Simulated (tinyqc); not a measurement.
Inside a calculation. Method: coupled-perturbed Hartree-Fock on RHF in the 3-21g basis, for H3+, spin multiplicity 1. Computed by tinyqc, a small Python program that keeps every step (integrals from PySCF). Settings: charge = 1, multiplicity = 1, basis = 3-21g, method = RHF, energy threshold = 1e-10, iteration cap = 63, orthogonalisation = symmetric, start = atomic densities, DIIS depth = 6. Command: `OMP_NUM_THREADS=1 python tinyqc.py 23713 23714 out.jsonl` (the two numbers bound the seeds that draw the settings). One thread of a shared host (Intel(R) Xeon(R) Processor @ 2.60GHz), about 0.1 s of CPU time with the checks. The early iterations of the SCF are left out here.

## One-electron integrals

Geometry (angstrom):
```
atom         x         y          z
H     0.000000  0.000000   0.000000
H     0.000000  0.000000   1.004000
H     0.000000  0.000000  -1.004000
```

Basis 3-21g: exponents (1/bohr^2) and contraction coefficients of normalised primitives:
```
element  l (shell)  exponent  coefficient
H            s (1)  5.447178     0.156285
H            s (1)  0.824547     0.904691
H            s (2)  0.183192     1.000000
```

Overlap, kinetic and nuclear-attraction integrals over the contracted functions; the nuclear repulsion is the sum of Za Zb / Rab.

nuclear repulsion = 1.31767234 hartree

overlap S, lower triangle:
```
          1H 1s     1H 2s     2H 1s     2H 2s     3H 1s     3H 2s
1H 1s  1.000000
1H 2s  0.645899  1.000000
2H 1s  0.197491  0.374757  1.000000
2H 2s  0.374757  0.719127  0.645899  1.000000
3H 1s  0.197491  0.374757  0.002168  0.073378  1.000000
3H 2s  0.374757  0.719127  0.073378  0.267438  0.645899  1.000000
```

kinetic energy T (hartree), lower triangle:
```
           1H 1s     1H 2s      2H 1s      2H 2s     3H 1s     3H 2s
1H 1s   1.549405
1H 2s   0.293152  0.274788
2H 1s  -0.016040  0.108209   1.549405
2H 2s   0.108209  0.154171   0.293152   0.274788
3H 1s  -0.016040  0.108209  -0.007976  -0.014931  1.549405
3H 2s   0.108209  0.154171  -0.014931   0.008874  0.293152  0.274788
```

nuclear attraction V (hartree), lower triangle:
```
           1H 1s      1H 2s      2H 1s      2H 2s      3H 1s      3H 2s
1H 1s  -2.774564
1H 2s  -1.458962  -1.627141
2H 1s  -0.464690  -0.777111  -2.511275
2H 2s  -0.836892  -1.133197  -1.291029  -1.418301
3H 1s  -0.464690  -0.777111  -0.005426  -0.154258  -2.511275
3H 2s  -0.836892  -1.133197  -0.154258  -0.435159  -1.291029  -1.418301
```

core Hamiltonian H = T + V (hartree), lower triangle:
```
           1H 1s      1H 2s      2H 1s      2H 2s      3H 1s      3H 2s
1H 1s  -1.225159
1H 2s  -1.165810  -1.352353
2H 1s  -0.480730  -0.668903  -0.961871
2H 2s  -0.728684  -0.979026  -0.997877  -1.143513
3H 1s  -0.480730  -0.668903  -0.013402  -0.169189  -0.961871
3H 2s  -0.728684  -0.979026  -0.169189  -0.426285  -0.997877  -1.143513
```

## Two-electron integrals

Functions are numbered as in S; the eight-fold symmetry (ij|kl) = (ji|kl) = (kl|ij) leaves the list below.

Two-electron integrals (ij|kl) in chemists' order, unique and non-zero (hartree):
```
(11|11) 1.140145   (21|11) 0.611403   (21|21) 0.345152   (22|11) 0.626370
(22|21) 0.380329   (22|22) 0.482957   (31|11) 0.167301   (31|21) 0.097306
(31|22) 0.112051   (31|31) 0.040169   (32|11) 0.222432   (32|21) 0.137580
(32|22) 0.179738   (32|31) 0.062035   (32|32) 0.115553   (33|11) 0.521510
(33|21) 0.330746   (33|22) 0.455002   (33|31) 0.167301   (33|32) 0.345231
(33|33) 1.140145   (41|11) 0.345231   (41|21) 0.196096   (41|22) 0.218329
(41|31) 0.062035   (41|32) 0.090001   (41|33) 0.222432   (41|41) 0.115553
(42|11) 0.411970   (42|21) 0.252670   (42|22) 0.329130   (42|31) 0.087832
(42|32) 0.153138   (42|33) 0.411970   (42|41) 0.153138   (42|42) 0.249758
(43|11) 0.330746   (43|21) 0.208355   (43|22) 0.285357   (43|31) 0.097306
(43|32) 0.196096   (43|33) 0.611403   (43|41) 0.137580   (43|42) 0.252670
(43|43) 0.345152   (44|11) 0.455002   (44|21) 0.285357   (44|22) 0.394883
(44|31) 0.112051   (44|32) 0.218329   (44|33) 0.626370   (44|41) 0.179738
(44|42) 0.329130   (44|43) 0.380329   (44|44) 0.482957   (51|11) 0.167301
(51|21) 0.097306   (51|22) 0.112051   (51|31) 0.020586   (51|32) 0.029444
(51|33) 0.069648   (51|41) 0.049873   (51|42) 0.064399   (51|43) 0.044929
(51|44) 0.067656   (51|51) 0.040169   (52|11) 0.222432   (52|21) 0.137580
(52|22) 0.179738   (52|31) 0.029444   (52|32) 0.044808   (52|33) 0.108242
(52|41) 0.070202   (52|42) 0.100294   (52|43) 0.069886   (52|44) 0.107057
(52|51) 0.062035   (52|52) 0.115553   (53|11) 0.002326   (53|21) 0.001276
(53|22) 0.001339   (53|31) 0.000353   (53|32) 0.000479   (53|33) 0.001129
(53|41) 0.000722   (53|42) 0.000883   (53|43) 0.000715   (53|44) 0.000981
(53|51) 0.000353   (53|52) 0.000479   (53|53) 4.81e-06   (54|11) 0.050423
(54|21) 0.030469   (54|22) 0.037832   (54|31) 0.006606   (54|32) 0.009810
(54|33) 0.023496   (54|41) 0.015690   (54|42) 0.021587   (54|43) 0.015157
(54|44) 0.022983   (54|51) 0.012843   (54|52) 0.022054   (54|53) 0.000108
(54|54) 0.004376   (55|11) 0.521510   (55|21) 0.330746   (55|22) 0.455002
(55|31) 0.069648   (55|32) 0.108242   (55|33) 0.263534   (55|41) 0.166580
(55|42) 0.246176   (55|43) 0.170214   (55|44) 0.262747   (55|51) 0.167301
(55|52) 0.345231   (55|53) 0.001129   (55|54) 0.062488   (55|55) 1.140145
(61|11) 0.345231   (61|21) 0.196096   (61|22) 0.218329   (61|31) 0.049873
(61|32) 0.070202   (61|33) 0.166580   (61|41) 0.107632   (61|42) 0.137934
(61|43) 0.106225   (61|44) 0.151362   (61|51) 0.062035   (61|52) 0.090001
(61|53) 0.000722   (61|54) 0.019556   (61|55) 0.222432   (61|61) 0.115553
(62|11) 0.411970   (62|21) 0.252670   (62|22) 0.329130   (62|31) 0.064399
(62|32) 0.100294   (62|33) 0.246176   (62|41) 0.137934   (62|42) 0.204211
(62|43) 0.157335   (62|44) 0.231219   (62|51) 0.087832   (62|52) 0.153138
(62|53) 0.000883   (62|54) 0.030740   (62|55) 0.411970   (62|61) 0.153138
(62|62) 0.249758   (63|11) 0.050423   (63|21) 0.030469   (63|22) 0.037832
(63|31) 0.012843   (63|32) 0.022054   (63|33) 0.062488   (63|41) 0.019556
(63|42) 0.030740   (63|43) 0.036111   (63|44) 0.041415   (63|51) 0.006606
(63|52) 0.009810   (63|53) 0.000108   (63|54) 0.002168   (63|55) 0.023496
(63|61) 0.015690   (63|62) 0.021587   (63|63) 0.004376   (64|11) 0.167515
(64|21) 0.101714   (64|22) 0.129161   (64|31) 0.029967   (64|32) 0.048069
(64|33) 0.121685   (64|41) 0.058389   (64|42) 0.088022   (64|43) 0.076315
(64|44) 0.105606   (64|51) 0.029967   (64|52) 0.048069   (64|53) 0.000358
(64|54) 0.010118   (64|55) 0.121685   (64|61) 0.058389   (64|62) 0.088022
(64|63) 0.010118   (64|64) 0.034542   (65|11) 0.330746   (65|21) 0.208355
(65|22) 0.285357   (65|31) 0.044929   (65|32) 0.069886   (65|33) 0.170214
(65|41) 0.106225   (65|42) 0.157335   (65|43) 0.109929   (65|44) 0.169329
(65|51) 0.097306   (65|52) 0.196096   (65|53) 0.000715   (65|54) 0.036111
(65|55) 0.611403   (65|61) 0.137580   (65|62) 0.252670   (65|63) 0.015157
(65|64) 0.076315   (65|65) 0.345152   (66|11) 0.455002   (66|21) 0.285357
(66|22) 0.394883   (66|31) 0.067656   (66|32) 0.107057   (66|33) 0.262747
(66|41) 0.151362   (66|42) 0.231219   (66|43) 0.169329   (66|44) 0.257835
(66|51) 0.112051   (66|52) 0.218329   (66|53) 0.000981   (66|54) 0.041415
(66|55) 0.626370   (66|61) 0.179738   (66|62) 0.329130   (66|63) 0.022983
(66|64) 0.105606   (66|65) 0.380329   (66|66) 0.482957
```

## Orthogonalisation

S = U s U^T; symmetric (Loewdin) form X = U s^(-1/2) U^T, so that X^T S X = 1.

eigenvalues of S: 0.070752  0.277513  0.429202  0.759303  1.452881  3.010348

X, lower triangle:
```
           1H 1s      1H 2s      2H 1s     2H 2s      3H 1s     3H 2s
1H 1s   1.261616
1H 2s  -0.592087   2.507118
2H 1s  -0.020850  -0.002398   1.241808
2H 2s   0.075496  -0.948036  -0.476226  1.742709
3H 1s  -0.020850  -0.002398  -0.001551  0.044307   1.241808
3H 2s   0.075496  -0.948036   0.044307  0.258168  -0.476226  1.742709
```

## Iteration 6 (converged): orbitals

converged F (hartree), lower triangle:
```
           1H 1s      1H 2s      2H 1s      2H 2s      3H 1s      3H 2s
1H 1s  -0.292061
1H 2s  -0.771273  -0.794422
2H 1s  -0.442162  -0.506437  -0.135205
2H 2s  -0.550731  -0.608230  -0.579129  -0.566016
3H 1s  -0.442162  -0.506437  -0.088179  -0.218008  -0.135205
3H 2s  -0.550731  -0.608230  -0.218008  -0.358467  -0.579129  -0.566016
```

Diagonalise F' = X^T F X, C = X C', fill 1 alpha and 1 beta electrons from the bottom; D = 2 C_occ C_occ^T. Each column has its largest component positive (the first on a tie).

F' = X^T F X (hartree), lower triangle:
```
           1          2          3          4          5         6
1   0.323629
2  -0.714572   0.080694
3  -0.220419  -0.157888   0.352722
4  -0.095274  -0.226801  -0.563019   0.011402
5  -0.220419  -0.157888   0.014216   0.010573   0.352722
6  -0.095274  -0.226801   0.010573  -0.076561  -0.563019  0.011402
```

orbital energies (hartree): MO1 -0.972582, MO2 -0.373877, MO3 -0.007377, MO4 0.684124, MO5 0.800346, MO6 1.001937

coefficients C:
```
            MO1        MO2        MO3        MO4        MO5        MO6
1H 1s  0.299784   0.000000   0.235324   0.535971   0.000000  -1.233693
1H 2s  0.439026   0.000000   1.835120  -0.576412   0.000000   2.130987
2H 1s  0.197523   0.264690  -0.087238   0.788283  -0.915635   0.441385
2H 2s  0.113816   0.586797  -1.274471  -0.454731   0.945028  -1.074939
3H 1s  0.197523  -0.264690  -0.087238   0.788283   0.915635   0.441385
3H 2s  0.113816  -0.586797  -1.274471  -0.454731  -0.945028  -1.074939
```

D after iteration 6, lower triangle:
```
          1H 1s     1H 2s     2H 1s     2H 2s     3H 1s     3H 2s
1H 1s  0.179740
1H 2s  0.263226  0.385488
2H 1s  0.118428  0.173435  0.078030
2H 2s  0.068240  0.099937  0.044963  0.025908
3H 1s  0.118428  0.173435  0.078030  0.044963  0.078030
3H 2s  0.068240  0.099937  0.044963  0.025908  0.044963  0.025908
```

## Convergence

Stop when the energy changes by less than 1e-10 hartree and every element of the error matrix X^T (F D S - S D F) X is below 3e-06.

Course of the cycle:
```
iteration  E (hartree)     change  largest element of the error matrix
1          -0.68612164          -                             9.86e-02
2          -1.19448025  -5.08e-01                             1.69e-02
3          -1.19527254  -7.92e-04                             2.20e-03
4          -1.19528335  -1.08e-05                             1.10e-04
5          -1.19528338  -3.11e-08                             5.99e-06
6          -1.19528338  -4.57e-11                             3.56e-07
```

PySCF RHF in the same basis = -1.19528338 hartree

Converged in 6 iterations.

## Integrals over molecular orbitals

(pq|rs) = sum C_ip C_jq C_kr C_ls (ij|kl), one index at a time.

one-electron integrals over orbitals h = C^T H C (hartree), lower triangle:
```
           1          2          3          4          5          6
1  -1.540374
2   0.000000  -1.141673
3  -0.086834   0.000000  -0.761465
4  -0.079011   0.000000   0.065499  -0.181586
5   0.000000   0.140197   0.000000   0.000000  -0.003194
6   0.075117   0.000000   0.209306   0.050584   0.000000  -0.033316
```

Two-electron integrals over orbitals (pq|rs), unique and non-zero (hartree):
```
(11|11) 0.567792    (21|21) 0.122368    (22|11) 0.445082    (22|22) 0.448530
(31|11) 0.086834    (31|22) -0.007428   (31|31) 0.070748    (32|21) -0.092079
(32|32) 0.100243    (33|11) 0.412418    (33|22) 0.382140    (33|31) 0.020932
(33|33) 0.368728    (41|11) 0.079011    (41|22) 0.075530    (41|31) 0.000177
(41|33) 0.047143    (41|41) 0.056349    (42|21) 0.066003    (42|32) -0.043041
(42|42) 0.066583    (43|11) -0.032661   (43|22) -0.042297   (43|31) 0.008161
(43|33) -0.016654   (43|41) -0.013761   (43|43) 0.023088    (44|11) 0.461030
(44|22) 0.427843    (44|31) 0.020585    (44|33) 0.367624    (44|41) 0.072691
(44|43) -0.046966   (44|44) 0.442074    (51|21) -0.058462   (51|32) 0.035331
(51|42) -0.056263   (51|51) 0.048537    (52|11) -0.099330   (52|22) -0.101814
(52|31) 0.005041    (52|33) -0.051133   (52|41) -0.059909   (52|43) 0.034000
(52|44) -0.107275   (52|52) 0.083954    (53|21) 0.007858    (53|32) 0.009548
(53|42) 0.029186    (53|51) -0.023536   (53|53) 0.029946    (54|21) -0.139346
(54|32) 0.111622    (54|42) -0.089278   (54|51) 0.077691    (54|53) -0.015724
(54|54) 0.182194    (55|11) 0.426039    (55|22) 0.437894    (55|31) -0.013502
(55|33) 0.364363    (55|41) 0.085933    (55|43) -0.047414   (55|44) 0.435217
(55|52) -0.117754   (55|55) 0.454534    (61|11) -0.075117   (61|22) 0.012198
(61|31) -0.066423   (61|33) -0.034598   (61|41) -0.011482   (61|43) -0.025594
(61|44) -0.000154   (61|52) -0.016577   (61|55) 0.023752    (61|61) 0.098287
(62|21) 0.050450    (62|32) -0.030241   (62|42) 0.042604    (62|51) -0.036613
(62|53) 0.021615    (62|54) -0.065532   (62|62) 0.035138    (63|11) -0.137864
(63|22) -0.064792   (63|31) -0.053034   (63|33) -0.060601   (63|41) -0.043653
(63|43) 0.006919    (63|44) -0.081619   (63|52) 0.043912    (63|55) -0.062237
(63|61) 0.061537    (63|63) 0.082639    (64|11) -0.031033   (64|22) 0.040586
(64|31) -0.054913   (64|33) 0.001409    (64|41) 0.024428    (64|43) -0.018452
(64|44) 0.021717    (64|52) -0.037665   (64|55) 0.058140    (64|61) 0.058575
(64|63) 0.027333    (64|64) 0.065552    (65|21) -0.081336   (65|32) 0.072775
(65|42) -0.056146   (65|51) 0.048179    (65|53) -0.006820   (65|54) 0.109550
(65|62) -0.037020   (65|65) 0.071346    (66|11) 0.566770    (66|22) 0.416928
(66|31) 0.109203    (66|33) 0.416191    (66|41) 0.089115    (66|43) -0.013182
(66|44) 0.445381    (66|52) -0.086735   (66|55) 0.404042    (66|61) -0.131536
(66|63) -0.167006   (66|64) -0.060616   (66|66) 0.633023
```

## Response to a field: uncoupled start

dipole integrals <a|z|i> (bohr):
```
           i1
a2   1.355596
a3   0.000000
a4   0.000000
a5  -0.066497
a6   0.000000
```

Field along z; U_ai = -mu_ai / (e_a - e_i), alpha = -4 sum U_ai mu_ai.

uncoupled U:
```
           i1
a2  -2.264213
a3   0.000000
a4   0.000000
a5   0.037507
a6   0.000000
```

uncoupled polarisability = 12.287406 bohr^3

## Coupled step 1

U_ai = -(mu_ai + sum_bj [4 (ai|bj) - (ab|ij) - (aj|bi)] U_bj) / (e_a - e_i); alpha = -4 sum U_ai mu_ai.

U after step 1:
```
           i1
a2  -2.554354
a3   0.000000
a4   0.000000
a5  -0.053692
a6   0.000000
```

polarisability = 13.836404 bohr^3

## Coupled step 2

As before.

U after step 2:
```
           i1
a2  -2.603729
a3   0.000000
a4   0.000000
a5  -0.080563
a6   0.000000
```

polarisability = 14.096987 bohr^3

## Coupled polarisability

Repeat until U stops changing; compare with -d2E/dF2.

Course of the coupled iterations:
```
step  alpha (bohr^3)
0          12.287406
1          13.836404
2          14.096987
3          14.148674
4          14.159633
5          14.162011
6          14.162531
7          14.162645
8          14.162670
9          14.162675
10         14.162676
11         14.162677
12         14.162677
13         14.162677
```

coupled polarisability = 14.162677 bohr^3

finite-field check, fields of +/-0.001 au = 14.162667 bohr^3
